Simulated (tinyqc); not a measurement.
Gate sheet resistance from two finger widths.

Question. At low frequency R = Rsh Wf/(3 L) + B/Wf, where B collects the channel and vertical terms. Find Rsh, B and the width of lowest R.

Values chosen for this exercise: channel length L = 0.41 um.

input resistance of single fingers, contacted at one end, of width 1.3 and 4.6 um (ohm): [191.42589, 126.36267]

Solution. R Wf is a straight line in Wf^2; the minimum of R lies where both terms are equal.

Rsh = 21.0 ohm/square
B = 220 ohm um
width of lowest R = 3.59 um

Computed by the program tinyqc: `OMP_NUM_THREADS=1 python tinyqc.py 2262143 2262144 out.jsonl`, one thread of a shared Intel Xeon 2.30GHz, about 0.01 s for the whole run.
